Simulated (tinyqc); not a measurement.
Disorder broadening of a semi-elliptic band in the self-consistent Born approximation: course of the iteration.

The local Green function is G = g0(z - Sigma) with z = E + i eta and g0(z) = (z - sqrt(z - 2t) sqrt(z + 2t))/(2 t^2), principal roots; the self-energy is Sigma = D G. The density of states is -Im G/pi.

G = g0(z - Sigma), Sigma(out) = D G, Sigma(new) = Sigma + mix (Sigma(out) - Sigma).

Stop when |Sigma(out) - Sigma| is below 1e-10 eV, or after 300 iterations; the start is Sigma = 0.

Inputs (values chosen for the exercise): hopping t = 1.4 eV; variance of the random site energy D = 0.15 eV^2; bare broadening eta = 0.014 eV; energy from the band centre E = -0.457 eV; mixing mix = 0.5.

Course of the iteration:
```
iteration  Re Sigma (eV)  Im Sigma (eV)  |Sigma(out) - Sigma| (eV)
1             -0.0086993      -0.052586                      0.107
2             -0.0127203      -0.077915                     0.0513
3             -0.0145779      -0.090122                     0.0247
4             -0.0154351      -0.096006                     0.0119
5             -0.0158300      -0.098842                    5.73e-3
6             -0.0160116      -0.100210                    2.76e-3
7             -0.0160949      -0.100869                    1.33e-3
8             -0.0161330      -0.101186                    6.40e-4
9             -0.0161504      -0.101340                    3.08e-4
...                  ...            ...                        ...
22            -0.0161648      -0.101482                    2.32e-8
23            -0.0161648      -0.101482                    1.12e-8
24            -0.0161648      -0.101482                    5.38e-9
25            -0.0161648      -0.101482                    2.59e-9
26            -0.0161648      -0.101482                    1.25e-9
27            -0.0161648      -0.101482                   6.01e-10
28            -0.0161648      -0.101482                   2.90e-10
29            -0.0161648      -0.101482                   1.39e-10
30            -0.0161648      -0.101482                   6.72e-11
```

Did this iteration meet its convergence test, and what does its course show?

Yes. Converged in 30 iterations. At the solution d Sigma(out)/d Sigma = -0.0366+0.006i, so the error shrinks by |1 - mix + mix times that| = 0.482 a step.

Range of the model: The self-consistent Born approximation misses band tails from rare fluctuations and localisation.

tinyqc, about 0.01 s, one thread, Intel Xeon 2.30GHz (shared host): `OMP_NUM_THREADS=1 python tinyqc.py 2720104 2720105 out.jsonl`
